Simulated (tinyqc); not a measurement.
Inside a calculation. Model: thermal displacements in the Debye model: Debye-Waller factors, bond-length spread and the Lindemann rule. Computed by tinyqc, a small Python program that keeps every step. Command: `OMP_NUM_THREADS=1 python tinyqc.py 3026281 3026282 out.jsonl debyewaller walk`. One thread of a shared host (Intel(R) Xeon(R) Processor @ 2.30GHz), about 0.01 s of CPU time with the checks. Intermediate numbers are printed to about 6 digits and carried at full precision; extremes and crossings named in words are read from the listed rows.

A Debye spectrum with three branches of one velocity, cut at k_B Theta; 2 atoms per cube, nearest neighbours at d = 0.866025 a.

Inputs (values chosen for the exercise, modelled on tungsten): atomic mass M = 183.84 u; Debye temperature Theta = 348 K; lattice constant a = 3.165 angstrom; temperature T = 600 K; Lindemann ratio x_L = 0.097; gamma-ray energy E = 35.5 keV; photoelectron wave number k = 7.1 1/angstrom.

Structure: bcc.

reflection (h k l): [1, 1, 0]

Constants: hbar^2/u = 4.18015928e-03 eV angstrom^2; k_B = 8.617333262e-05 eV/K; e = 1.602176634e-19 C; u = 1.6605390666e-27 kg; c = 299792458 m/s; hbar = 6.582119569e-16 eV s.

## Mean-square displacement

<u_x^2> = (3 hbar^2/(2 M k_B Theta)) int_0^1 s coth(s Theta/(2T)) ds (64 Gauss-Legendre points); it tends to 3 hbar^2/(4 M k_B Theta) at T = 0 and to 3 hbar^2 T/(M k_B Theta^2) at high T. B = 8 pi^2 <u_x^2>.

<u_x^2> = 0.00395840 angstrom^2

zero-point value = 5.68672e-04 angstrom^2

classical value = 0.00392188 angstrom^2

B factor = 0.312543 angstrom^2

The zero-point value is 14.4 % and the classical value 99.1 % of the full result; the two are limits, not parts that add.

## Loss of Bragg intensity

G = 2 pi sqrt(h^2 + k^2 + l^2)/a; the intensity is multiplied by exp(-2W), 2W = G^2 <u_x^2>; the loss goes into thermal diffuse scattering.

|G| = 2.80751 1/angstrom

2W = 0.0312005

intensity factor exp(-2W) = 0.969281

## Recoil-free fraction

A nucleus of this mass is supposed to emit a gamma ray of the energy chosen: recoil energy E_R = E^2/(2 M c^2), wave number k_g = E/(hbar c), recoil-free fraction f = exp(-k_g^2 <u_x^2>).

recoil energy = 3.67965 meV

k_g = 17.9904 1/angstrom

recoil-free fraction f = 0.277715

E_R is 0.12 k_B Theta.

## Spread of the bond length

Correlated Debye model: sigma^2 = (3 hbar^2/(M k_B Theta)) int_0^1 s coth(s Theta/(2T)) [1 - sin(s q_D R)/(s q_D R)] ds for two atoms at distance R, q_D = (6 pi^2 n)^(1/3), n atoms per volume; uncorrelated motion would give 2 <u_x^2>. An EXAFS amplitude is damped by exp(-2 k^2 sigma^2).

sigma^2 of the nearest bond = 0.00476519 angstrom^2

correlation 1 - sigma^2/(2 <u_x^2>) = 0.398092

EXAFS damping = 0.618520

Neighbours move partly together, which removes 40 % of the uncorrelated spread.

## Lindemann melting temperature

Melting is placed where sqrt(3 <u_x^2>) = x_L d; the classical form gives T_m = M k_B Theta^2 (x_L d)^2/(9 hbar^2).

Lindemann T_m = 3603.93 K

classical T_m = 3604.86 K

ratio sqrt(3 <u_x^2>)/d at T = 0.0397572

The rule is empirical: x_L is fitted within a family of like crystals, and T_m goes as its square.

## Displacements against temperature

The correlation is 1 - sigma^2/(2 <u_x^2>); exp(-2W) uses 2W = G^2 <u_x^2>.

Displacements (angstrom^2):
```
T (K)      <u_x^2>    classical  sigma^2 at d  sigma^2 at 2d  exp(-2W)
10     5.71762e-04  6.53646e-05   9.55878e-04     0.00108706  0.995503
35     6.06508e-04  2.28776e-04   9.63574e-04     0.00110866  0.995231
70     7.16243e-04  4.57552e-04    0.00103449     0.00124437  0.994370
120    9.54101e-04  7.84375e-04    0.00126249     0.00159838  0.992508
190     0.00135398   0.00124193    0.00170140     0.00222563  0.989385
280     0.00190756   0.00183021    0.00233946     0.00310917  0.985077
420     0.00279731   0.00274531    0.00338640     0.00453935  0.978193
630     0.00415277   0.00411797    0.00499662     0.00672511  0.967797
770     0.00506157   0.00503308    0.00608002     0.00819233  0.960889
```

The classical line is within 5 % from T = 280 K (T/Theta = 0.80) on. The correlation of nearest neighbours grows from 0.16 to 0.40, since thermal motion weights long waves, which move neighbours together, more than zero-point motion does; at 2d it ends at 0.19. The reflection keeps 100 % of its intensity at the lowest T and 96 % at the highest.

Checks made by the program: high-temperature series <u^2> = classical x (1 + (Theta/T)^2/36) at T = 5 Theta (relative difference 4e-07).
